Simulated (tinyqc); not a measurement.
Wafer bonding and layer transfer: bond energy, gap closing, particles, bonding of dissimilar wafers and hydrogen blisters: one step, computed by the program tinyqc.

gamma is the energy per area of each of the two surfaces; plates are isotropic, and both wafers have E1 and t1.

Question. Does a shallow gap close? E' = E1/(1 - nu^2), equal wafers of thickness t1 assumed. A gap of radius R closes if h_g < h_c: h_c = R^2/sqrt((2/3) E' t1^3/gamma) for R > 2 t1 (plate bending), h_c = 3.6 sqrt(R gamma/E') for R < 2 t1 (local deformation).

Inputs (values chosen for the exercise, with wafer 1 close to silicon):

| quantity | value | unit |
|---|---|---|
| Young's modulus E1 | 139 | GPa |
| Poisson ratio nu | 0.25 | - |
| thickness t1 | 525 | micrometre |
| radius of a shallow gap R | 2.8 | mm |
| half height of the gap h_g | 8.2 | nm |

bond energy gamma = 1.355938 J/m^2

Give: closable height h_c; h_g/h_c.

Answer.

closable height h_c = 2414 nm

h_g/h_c = 0.003397

The gap closes.
